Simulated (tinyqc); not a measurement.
Electron continuity equation in a given potential, Scharfetter-Gummel discretisation: three discretisations compared.

Steady state in one dimension: J = q mu n E + q D dn/dx with E = -dpsi/dx and D = mu Vt, dJ/dx = 0, fixed densities nL and nR at the ends. The potential is given, psi = U x/L, and is not changed by the electrons.

8 equal intervals. Fluxes J_i = (q D/h)(n_(i+1) P_i - n_i Q_i), d_i = (psi_(i+1) - psi_i)/Vt: Scharfetter-Gummel P = B(d), Q = B(-d), B(d) = d/(exp(d) - 1); central P = 1 - d/2, Q = 1 + d/2; upwind P = 1 + max(-d, 0), Q = 1 + max(d, 0). Balance at each inner node: J_i - J_(i-1) = 0. The reference is Scharfetter-Gummel on 1600 intervals.

Parameters, values chosen for the exercise; mobility close to that of silicon at room temperature: temperature T = 450 K; electron mobility mu = 1340 cm^2/(V s); length of the region L = 12 um; density at x = 0 nL = 3e12 cm^-3; density at x = L nR = 3.4e10 cm^-3; potential difference psi(L) - psi(0) U = 0.27 V.

Constants: q = 1.602176634e-19 C, kB = 1.380649e-23 J/K, Vt = kB T/q. Results are converted to the units shown.

Densities (cm^-3):
```
node  Scharfetter-Gummel    central     upwind  reference
0              3.0000e12  3.0000e12  3.0000e12  3.0000e12
1              2.9961e12  2.9974e12  2.9826e12  2.9961e12
2              2.9868e12  2.9907e12  2.9502e12  2.9868e12
3              2.9646e12  2.9737e12  2.8895e12  2.9646e12
4              2.9115e12  2.9305e12  2.7759e12  2.9115e12
5              2.7847e12  2.8208e12  2.5636e12  2.7847e12
6              2.4821e12  2.5420e12  2.1664e12  2.4821e12
7              1.7594e12  1.8337e12  1.4235e12  1.7594e12
8              3.4000e10  3.4000e10  3.4000e10  3.4000e10
```

Largest errors as a share of the largest reference density listed: Scharfetter-Gummel under 1e-7 %, central 2.5 %, upwind 11 %. The largest |d| is 0.870. Upwinding stays positive but acts as if D were larger by the factor 1 + |d|/2, up to 1.44 here.

Numbers from tinyqc (`OMP_NUM_THREADS=1 python tinyqc.py 2220063 2220064 out.jsonl`; about 0.01 s on one thread of a shared Intel Xeon 2.30GHz).
